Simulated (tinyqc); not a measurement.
# Fully depleted semiconductor-on-insulator film with two gates, non-linear Poisson equation by Newton steps, step by step

Program tinyqc, `OMP_NUM_THREADS=1 python tinyqc.py 2190126 2190127 out.jsonl`; Intel Xeon 2.30GHz, shared host, one thread, about 0.4 s. Printed values are rounded.

One dimension across the film, front interface at x = 0, back interface at x = ts. psi is counted from the intrinsic level, n = ni exp(psi/Vt) (source grounded), holes neglected, acceptors ionised. Gates act through Cox = eps0 eox/tox and Cbox = 3.9 eps0/tb with potentials G1 = Vg - (phiM - chi - Vt ln(Nc/ni)) and G2 = Vb - (phiB - chi - Vt ln(Nc/ni)). Classical Boltzmann densities, no interface charge, no depletion in the back plane.

Values chosen for this exercise; band and dielectric values close to those of germanium:
```
symbol,value,unit,meaning
T,300,K,temperature
Eg,0.647,eV,band gap
eps_r,16,,relative permittivity
Nc,1.05e19,cm^-3,conduction-band density of states at T
Nv,6.05e18,cm^-3,valence-band density of states at T
chi,3.98,eV,electron affinity
eox,3.9,,relative permittivity of the gate insulator (close to silicon dioxide)
tox,2.2,nm,insulator thickness
ts,9.5,nm,film thickness
tb,110,nm,buried-oxide thickness (eps_r 3.9)
Na,5.8e16,cm^-3,acceptor density of the film
phiM,4.14,eV,work function of the front gate
phiB,4.58,eV,work function of the back plane
Vb,0,V,back-gate voltage
Vg,0.64,V,front-gate voltage
```

Constants: q = 1.602176634e-19 C, kB = 1.380649e-23 J/K, Vt = kB T/q, eps0 = 8.8541878128e-14 F/cm where lengths are in cm. Results are converted to the units shown.

Range of the model: In so thin a film or at such density quantum confinement moves the charge away from the interfaces and raises the threshold.

## Capacitances and gate potentials

ni = sqrt(Nc Nv) exp(-Eg/(2 Vt)), Eg in volts; Cox, Cbox, G1, G2 as defined; Cs = eps0 eps_r/ts; a = eps0 eps_r/h with h = ts/10; coupling ratio of a depleted film Cs Cbox/(Cox (Cs + Cbox)).

ni = 2.93030e13 cm^-3
Cox = 1.56961 uF/cm^2
Cbox = 0.0313921 uF/cm^2
Cs = 1.49123 uF/cm^2
a = 14.9123 uF/cm^2
G1 = 0.810626 V
G2 = -0.269374 V
coupling ratio = 0.0195877

## Iteration 1: density, residual and Jacobian diagonal

psi at the start, node 0 to 10 (V): 0.3  0.3  0.3  0.3  0.3  0.3  0.3  0.3  0.3  0.3  0.3

Nodes 0 to 10, h = ts/10, box widths w = h (h/2 at both ends), a = eps0 eps_r/h. F_i = a (psi_(i+1) - 2 psi_i + psi_(i-1)) - q w_i (n_i + Na); F_0 = a (psi_1 - psi_0) + Cox (G1 - psi_0) - q w_0 (n_0 + Na); F_10 = a (psi_9 - psi_10) + Cbox (G2 - psi_10) - q w_10 (n_10 + Na). Diagonal b_i = -2 a - q w_i n_i/Vt, with -a - Cox and -a - Cbox in place of -2 a at the ends.

```
node   n (cm^-3)  residual F (C/cm^2)  diagonal b (F/cm^2)
0     3.21137e18           7.76601e-7          -1.74273e-5
1     3.21137e18          -4.97620e-8          -3.17154e-5
2     3.21137e18          -4.97620e-8          -3.17154e-5
3     3.21137e18          -4.97620e-8          -3.17154e-5
4     3.21137e18          -4.97620e-8          -3.17154e-5
5     3.21137e18          -4.97620e-8          -3.17154e-5
6     3.21137e18          -4.97620e-8          -3.17154e-5
7     3.21137e18          -4.97620e-8          -3.17154e-5
8     3.21137e18          -4.97620e-8          -3.17154e-5
9     3.21137e18          -4.97620e-8          -3.17154e-5
10    3.21137e18          -4.27548e-8          -1.58891e-5
```

## Iteration 1: Newton step

Solve a d_(i-1) + b_i d_i + a d_(i+1) = -F_i for all nodes. Each component d is damped to sign(d) Vt ln(1 + |d|/Vt) before it is added.

```
node  Newton step d, before damping (V)  psi after iteration 1 (V)
0                             0.0947339                   0.339811
1                             0.0586330                   0.330614
2                             0.0333031                   0.321400
3                             0.0155327                   0.312164
4                             0.0030687                   0.302900
5                            -0.0056693                   0.294874
6                            -0.0117892                   0.290287
7                            -0.0160668                   0.287505
8                            -0.0190446                   0.285730
9                            -0.0211000                   0.284573
10                           -0.0224937                   0.283817
```

## Course of the Newton iteration

Stop when the largest undamped |d| is below 1e-9 V, or after 80 iterations.

Course of the iteration:
```
iteration  largest |F| (C/cm^2)  largest |d| (V)
1                       7.77e-7           0.0947
2                       4.87e-7           0.0262
3                       1.29e-7          7.07e-3
4                       6.23e-9          1.38e-3
5                      7.46e-11          5.17e-5
6                      1.42e-13          6.94e-8
7                      3.60e-19         1.18e-13
```

Converged in 7 iterations.

## Electron sheet density, centroid and oxide fields

converged psi, node 0 to 10 (V): 0.361222  0.331449  0.312799  0.299586  0.289657  0.281985  0.276005  0.271380  0.267897  0.265420  0.263863

n_i = ni exp(psi_i/Vt); N_inv = sum w_i n_i with w = ts/10, halved at the ends; centroid sum w n x/N_inv; fields (G1 - psi_0)/tox and (G2 - psi_10)/tb.

n, node 0 to 10 (cm^-3): 3.42905e19  1.08395e19  5.26870e18  3.16032e18  2.15249e18  1.59976e18  1.26938e18  1.06143e18  9.27651e17  8.42904e17  7.93632e17
N_inv = 4.24310e12 cm^-2
centroid = 1.73324 nm
field in the front oxide = 2.04275 MV/cm
field in the buried oxide = -0.0484761 MV/cm

The centroid lies at 0.18 of the film, near the front interface. A 400-interval mesh gives N_inv = 4.192e12 cm^-2; this mesh is 1.2 % above it.
